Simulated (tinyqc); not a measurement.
Strength of the attraction: Bethe-Salpeter matrix of a two-band square lattice (Tamm-Dancoff form).

One valence and one conduction band, lattice period 1, mesh k = 2 pi j/N along each axis (first index slowest). Pair energies D(k) = Eg + 2 t sum(1 - cos k), t = tc + tv. Screened attraction W(R) = U at R = 0 and V/|R| otherwise, R over the N x N cells with the nearest image; W(q) = sum_R W(R) cos(q R). H(k, k') = D(k) delta - W(k - k')/Nk + 2 J/Nk for singlets (J = 0 for triplets), Nk the number of k points. With a constant transition dipole the strength of a state is f = (sum_k A_k)^2/Nk, and the f sum to 1.

Values chosen for the exercise:
- Eg = 3.9 eV (quasiparticle gap)
- tc = 0.19 eV (conduction hopping)
- tv = 0.06 eV (valence hopping)
- U = 1.55 eV (attraction in the same cell)
- V = 0 eV (attraction at one cell distance)
- fs = (0.1, 0.25, 0.5, 1, 1.5, 2, 3) (scale factors of U and V)

Triplets, N = 24; U and V scaled together, as weaker screening would do. f is the weight at R = 0.

Results:

| scale | U/t | binding (eV) | f | Eg - second level (eV) |
|---|---|---|---|---|
| 0.10 | 0.62 | 0.0004 | 0.004 | -0.0155 |
| 0.25 | 1.55 | 0.0036 | 0.042 | -0.0087 |
| 0.50 | 3.10 | 0.1164 | 0.547 | -0.0017 |
| 1.5 | 9.30 | 1.4337 | 0.952 | -0.0010 |
| 2.0 | 12.40 | 2.1812 | 0.974 | -0.0009 |
| 3.0 | 18.60 | 3.7039 | 0.988 | -0.0009 |

Give the missing row, scale = 1.0.

Computed row:
```
scale   U/t  binding (eV)      f  Eg - second level (eV)
1.0    6.20        0.7150  0.889                 -0.0011
```

On a mesh 1.5 times finer the binding changes by more than 5 % at scale 0.1 and 0.25, so there it is set by the mesh. The binding grows with exponent 2.62 between scales 0.5 and 1 and 1.31 over the last two rows (for a weak contact attraction 2 in a chain and larger in a plane, where it binds exponentially weakly, 1 for a pair held in one cell). f rises from 0.004 to 0.988. On this mesh no second level lies below the gap. 

Run: tinyqc, `OMP_NUM_THREADS=1 python tinyqc.py 1252107 1252108 out.jsonl`; Intel(R) Xeon(R) Processor @ 2.30GHz, one thread, shared host; about 0.8 s of CPU time with all checks.
